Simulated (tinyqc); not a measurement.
Domain walls in a thin film with perpendicular anisotropy: Bloch, Neel and chiral walls, motion and stripe domains: one step, computed by the program tinyqc.

One-dimensional wall: polar angle theta(x), azimuth phi of the moment in the wall (phi = 0 Neel, 90 degrees Bloch). mu_0 = 1.25663706212e-6 T m/A, gamma = 1.76085963023e11 rad/(s T).

Problem. Stripe domains. Dipolar length l = sigma/(mu_0 M_s^2); for t much smaller than the period the domain width is w = 0.955 t exp(pi l/t) (Kaplan and Gehring), given as log10 of w in nm.

Inputs (values chosen for the exercise, for a model film): saturation magnetisation M_s = 918 kA/m; thickness t = 2.9 nm.

wall energy sigma = 11.27428 mJ/m^2

Give: dipolar length l; log10 of the domain width in nm.

Solution.

dipolar length l = 10.65 nm

log10 of the domain width in nm = 5.451

Equilibrium domains are about 280000 nm wide. Caution: the formula for N_x assumes a film much thinner than the wall width.
